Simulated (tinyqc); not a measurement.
The same layer on three faces: model-solid line-up of a strained alloy layer on a substrate.

All values of the alloy are linear in x but the gap, Eg(x) = (1 - x) Eg_A + x Eg_B - C x (1 - x), and the valence edge, Ev(x) = (1 - x) Ev_A + x Ev_B + fv C x (1 - x); Ec = Ev + Eg. Ev is the top of the unstrained valence band on a scale common to all materials. In the layer only the Gamma valley of the conduction band is followed, also where an X or L valley would lie lower.

Coherent growth: e_par = (a_s - a)/a. (001): e_perp = -2 (C12/C11) e_par; exx = eyy = e_par, ezz = e_perp, no shear. (111): e_perp = -(2 C11 + 4 C12 - 4 C44)/(C11 + 2 C12 + 4 C44) e_par; exx = eyy = ezz = (2 e_par + e_perp)/3 and exy = eyz = ezx = (e_perp - e_par)/3. (110): e_perp = -(C11 + 3 C12 - 2 C44)/(C11 + C12 + 2 C44) e_par; exx = eyy = (e_par + e_perp)/2, ezz = e_par, exy = (e_perp - e_par)/2, eyz = ezx = 0.

Strained edges: Ec + ac tr(e); the valence edges are Ev plus the levels of the 6 x 6 matrix of X, Y, Z times spin with -Dso/3 + l exx + m (eyy + ezz) on the diagonal (cyclic), n exy off it, l = av + 2 b, m = av - b, n = sqrt(3) d. Spin-orbit term (Dso/3) L.sigma on X, Y, Z with (L_k)_ij = -i epsilon_kij: <X+|H|Y+> = -i Dso/3, <X+|H|Z-> = Dso/3, <Y+|H|Z-> = -i Dso/3, <Z+|H|X-> = -Dso/3, <Z+|H|Y-> = i Dso/3, <X-|H|Y-> = i Dso/3, and their conjugates; + and - are the spin along z.

Inputs chosen for the exercise (A near GaAs, B near InAs, substrate near InP; shifted at random, so the results belong to these values and not to a real crystal): a = (5.648, 6.057) angstrom (lattice constant of A, B); Eg = (1.542, 0.419) eV (gap at Gamma to the s-like level of A, B); Dso = (0.337, 0.393) eV (spin-orbit splitting of A, B); Ev = (-0.81, -0.59) eV (top of the unstrained valence band of A, B); ac = (-7.09, -5.08) eV (conduction deformation potential of A, B); av = (1.15, 1) eV (valence hydrostatic potential of A, B); b = (-2.03, -1.81) eV (tetragonal shear potential of A, B); d = (-4.84, -3.6) eV (trigonal shear potential of A, B); C11 = (122, 83.5) GPa (of A, B); C12 = (56.8, 45.7) GPa (of A, B); C44 = (60.3, 39) GPa (of A, B); C = 0.431 eV (bowing of the gap); fv = 0.3 (share of the bowing taken by the valence edge); a_s = 5.868 angstrom (substrate); x = 0.43 (fraction of B).

Composition and substrate are kept.

Results:

| face | e_perp (%) | tr(e) (%) | shift of Ec (meV) | shift of Ev (meV) | valence splitting (meV) | gap (eV) |
|---|---|---|---|---|---|---|
| (001) | -0.748 | 0.768 | -47.8 | 41.8 | 62.6 | 0.8639 |
| (111) | -0.392 | 1.123 | -69.9 | 44.9 | 61.4 | 0.8386 |
| (110) | -0.465 | 1.051 | -65.4 | 44.4 | 61.7 | 0.8436 |

The layer yields most along the normal on (001) and least on (111), so the volume change, and with it the shift of Ec, is largest on (111). The valence splitting, set by b on (001), by d on (111) and by both on (110), is largest on (001). The gaps span 25 meV, from (111) to (001).

tinyqc: `OMP_NUM_THREADS=1 python tinyqc.py 1081475 1081476 out.jsonl`; about 0.02 s, one thread, shared Intel(R) Xeon(R) Processor @ 2.30GHz.
